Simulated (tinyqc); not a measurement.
# Ellipsometry and reflectance of a transparent film on an absorbing substrate: effects of single changes

Air (index 1), film, substrate with N2 = n2 - i k2; time factor exp(+i w t). q_j = sqrt(N_j^2 - sin^2 th), root with positive real part. Fresnel coefficients r_s = (q_a - q_b)/(q_a + q_b), r_p = (N_b^2 q_a - N_a^2 q_b)/(N_b^2 q_a + N_a^2 q_b). tan(Psi) exp(i Delta) = R_p/R_s, Delta taken from 0 to 360 degrees.

Values chosen for this exercise; indices close to those of hafnium oxide on silicon:
- lam = 632.8 nm (wavelength)
- th = 70 degrees (angle of incidence)
- n1 = 2.06 (index of the transparent film)
- d = 9.2 nm (film thickness)
- n2 = 3.882 (index of the substrate)
- k2 = 0.019 (extinction coefficient of the substrate)

Each table varies one quantity; the others keep the values above.

## Psi and Delta against the film thickness

beta = 2 pi d q1/lam, X = exp(-2 i beta), R = (r01 + r12 X)/(1 + r01 r12 X) for p and s. The last column is the derivative of Delta.

Results:
```
d (nm)  Psi (degrees)  Delta (degrees)  |R_p|^2  |R_s|^2  dDelta/dd (degrees/nm)
0               10.57            179.2  0.02420   0.6947                  -3.461
0.5             10.58            177.5  0.02422   0.6947                  -3.459
1.5             10.60            174.0  0.02433   0.6946                  -3.447
2               10.62            172.3  0.02441   0.6944                  -3.438
2.5             10.64            170.6  0.02452   0.6943                  -3.426
3               10.67            168.9  0.02464   0.6941                  -3.412
3.5             10.70            167.2  0.02479   0.6939                  -3.396
4               10.74            165.5  0.02496   0.6936                  -3.378
```

Estimate the missing row, d = 1 nm.

Computed row:
```
d (nm)  Psi (degrees)  Delta (degrees)  |R_p|^2  |R_s|^2  dDelta/dd (degrees/nm)
1               10.59            175.8  0.02427   0.6947                  -3.454
```

With this row back in the table: Delta falls from 179.23 to 165.50 degrees while Psi moves from 10.57 to 10.74: Delta changes 81.5 times as much as Psi. With the slope of the first row an error of 0.01 degree in Delta means 0.0029 nm.

## Effect of the index of the transparent film

Same model as above.

dDelta/dd is the derivative of Delta; period lam/(2 q1).

Effect of the index of the transparent film:
```
n1    Psi (degrees)  Delta (degrees)   |R_p|^2  |R_s|^2  dDelta/dd (degrees/nm)  period (nm)
1.25         11.023           161.03  0.026318  0.69356                 -1.8778       383.84
1.45         11.341           154.19  0.027855  0.69251                 -2.5066       286.52
1.65         11.490           150.63  0.028566  0.69140                 -2.8322       233.29
1.85         11.494           148.98  0.028545  0.69030                 -3.0079       198.55
2.05         11.392           148.61  0.027982  0.68924                 -3.0889       173.66
2.25         11.215           149.21  0.027059  0.68829                 -3.0919       154.77
2.45         10.992           150.62  0.025937  0.68751                 -3.0159       139.84
2.65         10.749           152.79  0.024759  0.68699                 -2.8510       127.69
```

What does the table show?

Psi goes from 11.0 through a maximum of 11.5 (at n1 = 1.85 among the rows listed) to 10.7 degrees and |R_p|^2 goes from 0.0263 through a maximum of 0.0286 (at n1 = 1.65 among the rows listed) to 0.0248. The slope of Delta is largest in size, 3.09 degrees/nm, at n1 = 2.25 among the rows.

Numbers from tinyqc (`OMP_NUM_THREADS=1 python tinyqc.py 2870113 2870114 out.jsonl`; about 0.01 s on one thread of a shared Intel Xeon 2.30GHz).
